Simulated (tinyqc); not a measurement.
# Threshold of a short bulk MOSFET: charge sharing, barrier lowering, narrow width: effects of single changes

n-channel device on a p-type body, depletion approximation, full ionisation. Uniform doping N = Na. Vbi from Boltzmann statistics is rough for the degenerate source. Cox = eps0 eox/tox.

Parameters, values chosen for the exercise; band and dielectric values close to those of silicon: temperature T = 300 K; band gap Eg = 1.11 eV; relative permittivity eps_r = 11.8; conduction-band density of states at T Nc = 2.76e19 cm^-3; valence-band density of states at T Nv = 2.69e19 cm^-3; relative permittivity of the gate insulator (close to hafnium oxide) eox = 22.2; insulator thickness tox = 7.8 nm; channel doping Na = 4.3e17 cm^-3; source and drain doping Nsd = 1e20 cm^-3; flat-band voltage for the doping Na Vfb = -0.98 V; junction depth xj = 26 nm; body-source voltage Vbs = 0 V; drain-source voltage Vds = 1 V; gate width W = 260 nm; shape factor of the fringing depletion at the width edges xw = 0.7854; channel length L = 110 nm.

Constants: q = 1.602176634e-19 C, kB = 1.380649e-23 J/K, Vt = kB T/q, eps0 = 8.8541878128e-14 F/cm where lengths are in cm. Results are converted to the units shown.

Each table varies one quantity; the others keep the values above.

## Threshold roll-off against channel length

ni = sqrt(Nc Nv) exp(-Eg/(2 Vt)), Eg in volts; 2 pB = 2 Vt ln(N/ni); flat band Vfb - Vt ln(N/Na); Wd = sqrt(2 eps0 eps_r (2 pB - Vbs)/(q N)); body term q N Wd/Cox; long-channel VT0 = flat band + 2 pB + body term; Vbi = Vt ln(N Nsd/ni^2); scale length l = sqrt((eps_r/eox) tox Wd). Charge sharing (trapezoid; it ignores Vds): F = (xj/L)(sqrt(1 + 2 Wd/xj) - 1), lowering = body term times F. Barrier lowering: th = exp(-L/(2 l)) + 2 exp(-L/l), lowering = th [2 (Vbi - 2 pB) + Vds], DIBL = th. Narrow width: rise = body term times xw Wd/W. VT by each model = VT0 - lowering + rise. DIBL under 0.001 mV/V is printed as 0.

The same in every row: N (cm^-3) = 4.3000e17; VT0 (V) = 0.057959.

Threshold roll-off against channel length:

| L (nm) | L/l | F | DIBL (mV/V) | VT, charge sharing (V) | VT, barrier lowering (V) |
|---|---|---|---|---|---|
| 47 | 3.1974 | 0.68488 | 283.89 | -0.017190 | -0.28348 |
| 67 | 4.5580 | 0.48044 | 123.35 | 0.011938 | -0.077713 |
| 97 | 6.5990 | 0.33185 | 39.626 | 0.033108 | 0.029599 |
| 140 | 9.5243 | 0.22993 | 8.6935 | 0.047630 | 0.069246 |
| 200 | 13.606 | 0.16095 | 1.1129 | 0.057458 | 0.078963 |
| 290 | 19.729 | 0.11100 | 0.051998 | 0.064574 | 0.080322 |
| 420 | 28.573 | 0.076642 | 0 | 0.069469 | 0.080388 |
| 610 | 41.499 | 0.052770 | 0 | 0.072871 | 0.080389 |
| 880 | 59.867 | 0.036579 | 0 | 0.075177 | 0.080389 |

Read the table: what changes, and by how much?

VT by barrier lowering rises from -0.283 to 0.0804 V and VT by charge sharing rises from -0.0172 to 0.0752 V. DIBL is under 100 mV/V from L = 97 nm on among the rows (th = 0.1 at L/l = 4.92). For L = 47 F exceeds 0.5: the shares of source and drain overlap, and the trapezoid formula no longer holds. For L = 47 DIBL exceeds 250 mV/V, where the barrier formula is rough.

## Effect of the body-source voltage

Same model as above.

The same in every row: N (cm^-3) = 4.300e17.

Effect of the body-source voltage:

| Vbs (V) | VT0 (V) | L/l | F | DIBL (mV/V) | VT, charge sharing (V) | VT, barrier lowering (V) |
|---|---|---|---|---|---|---|
| 0 | 0.05796 | 7.483 | 0.2926 | 24.84 | 0.03870 | 0.04855 |
| -0.3 | 0.08010 | 6.962 | 0.3246 | 32.67 | 0.05662 | 0.06817 |
| -0.6 | 0.09960 | 6.583 | 0.3513 | 39.97 | 0.07239 | 0.08583 |
| -0.9 | 0.1172 | 6.289 | 0.3744 | 46.81 | 0.08667 | 0.1022 |
| -1.2 | 0.1334 | 6.050 | 0.3949 | 53.26 | 0.09985 | 0.1177 |
| -1.5 | 0.1485 | 5.851 | 0.4134 | 59.38 | 0.1122 | 0.1324 |

As Vbs goes from 0 to -1.5, VT0 rises from 0.0580 to 0.149 V, DIBL rises from 24.8 to 59.4 mV/V, F rises from 0.293 to 0.413 and VT by barrier lowering rises from 0.0486 to 0.132 V. The apparent body effect -dVT/dVbs between the first two rows is 0.0654 by barrier lowering and 0.0597 by charge sharing, against 0.0738 for a long device.

Numbers from tinyqc (`OMP_NUM_THREADS=1 python tinyqc.py 2002182 2002183 out.jsonl`; about 0.01 s on one thread of a shared Intel Xeon 2.30GHz).
